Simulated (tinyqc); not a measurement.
# Changing the film thickness h

Model: thermal stress, cracking, delamination and buckling of a thin film; Griffith cracks and misfitting inclusions. Computed by tinyqc, a small Python program. Command: `OMP_NUM_THREADS=1 python tinyqc.py 3000764 3000765 out.jsonl filmcrack sweep`. One thread of a shared host (Intel(R) Xeon(R) Processor @ 2.30GHz), about 0.01 s of CPU time with the checks.

Isotropic linear elasticity; the substrate is much thicker than the film; stress is positive in tension.

Inputs (values chosen for the exercise, for a model film): film Young's modulus E = 120 GPa; film Poisson ratio nu = 0.32; film expansion alpha_f = 12.9 1e-6/K; substrate expansion alpha_s = 3.1 1e-6/K; deposition temperature T_d = 700 K; final temperature T = 300 K; intrinsic stress = -210 MPa; film toughness Gamma_f = 6.52 J/m^2; interface toughness Gamma_i = 3.9 J/m^2; substrate Young's modulus E_s = 162 GPa; substrate Poisson ratio nu_s = 0.27.

Method:
- Thermal strain = (alpha_f - alpha_s)(T_d - T); stress = E/(1 - nu) x strain + intrinsic stress; plane-strain modulus Ebar = E/(1 - nu^2); G0 = stress^2 h/(2 Ebar) is the energy freed per area when a long strip loses its stress across its width.
- Dundurs alpha = (Ebar - Ebar_s)/(Ebar + Ebar_s), with Ebar_s = E_s/(1 - nu_s^2). The channel-crack factor is taken as g = 1.258 (1 - alpha)^(-0.7), a rough interpolation chosen for the exercise (1.258 is the value for matched materials).
- Channel crack through the film: G = pi g G0, critical thickness where G = Gamma_f. Steady delamination from an edge: G = G0, critical thickness where G = Gamma_i.

One run for each value:
```
film thickness h (micrometre)  G0 (J/m^2)  driving force for channelling (J/m^2)
0.03                            2.604e-02                              9.430e-02
0.062                           5.382e-02                              1.949e-01
0.13                            1.128e-01                              4.086e-01
0.26                            2.257e-01                              8.173e-01
0.55                            4.774e-01                              1.729e+00
1.1                             9.548e-01                              3.458e+00
2.3                             1.997e+00                              7.230e+00
4.8                             4.167e+00                              1.509e+01
10                              8.680e+00                              3.143e+01
```

Describe and explain the trends.

Over the rows, G0 (J/m^2) rises from 0.0260 to 8.68 (exponent d ln y / d ln x about 1.0 throughout); driving force for channelling (J/m^2) rises from 0.0943 to 31.4 (exponent d ln y / d ln x about 1.0 throughout). The exponent of G0 stays at 1: stored energy per area. Rows above the film toughness of 6.52 J/m^2 crack: 3 of 9.

Caution (all rows): at a stress above 0.4 % of E a ductile film would yield, and the elastic value is then an upper bound; a brittle film in tension cracks instead.

Extremes, crossings and ranges named in words are read from the listed rows.
